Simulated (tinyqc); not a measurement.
# Six-transistor SRAM cell, nodal equations and margins: effect of the n-channel threshold

Two cross-coupled inverters (pull-down bn, pull-up bp) hold the nodes Q and QB; access transistors (ba, threshold VTn, gate on the word line at Vdd when selected) join them to the bit lines. Transistor (EKV form, voltages against the body): I = 2 n b Vt^2 [F(vp - Vs) - F(vp - Vd)] from drain to source, F(v) = ln^2(1 + exp(v/(2 Vt))), vp = (Vg - VT + sg |Vd - Vs|)/n. n-channel bodies are at 0; for the p-channel device all voltages are counted down from Vdd. b in uA/V^2 gives I in uA. For an access transistor the bit line is the drain and the node the source. In a read both bit lines are at Vdd. The cell is symmetric (no mismatch).

f(x) is the node voltage of one half-cell for input x: In = Ip in hold, In = Ip + Ia in a read. Static noise margin: side of the largest square between the curve (x, f(x)) and its mirror image (f(y), y); with h(c) the root x of f(x) - x = c, it is the maximum over c > 0 of h(c) - h(-c) + c. Q is the low node in a read and Iread the current of its access transistor. The write trip is the voltage to which the bit line of the high node must fall (the other staying at Vdd) for that state to vanish; higher is easier, and a negative value means that a grounded bit line does not write.

Inputs (values chosen for the exercise):

| symbol | value | unit | meaning |
|---|---|---|---|
| T | 300 | K | temperature |
| Vdd | 0.9 | V | supply voltage |
| n | 1.27 |  | slope factor |
| sg | 0.111 |  | drain-induced barrier lowering |
| VTp | 0.29 | V | p-channel threshold (magnitude) |
| bn | 350 | uA/V^2 | gain factor of the pull-down transistor |
| ba | 180 | uA/V^2 | gain factor of the access transistor |
| bp | 190 | uA/V^2 | gain factor of the pull-up transistor |

Constants: q = 1.602176634e-19 C, kB = 1.380649e-23 J/K, Vt = kB T/q. Results are converted to the units shown.

Effect of the n-channel threshold:
```
VTn (V)  hold margin (mV)  read margin (mV)  Q in a read (mV)  Iread (uA)  write trip (mV)
0.2                 276.0             130.7             126.1       27.75            240.6
0.26                296.7             160.2             117.2       23.68            189.3
0.32                313.4             186.4             108.7       19.89            144.5
0.38                323.9             208.4             100.4       16.41            103.1
0.44                325.0             225.6             92.22       13.26            63.86
0.5                 314.3             239.2             84.16       10.44            26.11
```

Read the table: what changes, and by how much?

As VTn goes from 0.2 to 0.5 V, the read margin rises from 131 to 239 mV, the write trip falls from 241 to 26.1 mV and Iread falls from 27.7 to 10.4 uA. The read margin is 0.47 of the hold margin in the first row and 0.76 in the last. Read stability and write ability pull in opposite directions.

Computed by the program tinyqc: `OMP_NUM_THREADS=1 python tinyqc.py 2340105 2340106 out.jsonl`, one thread of a shared Intel Xeon 2.30GHz, about 0.2 s for the whole run.
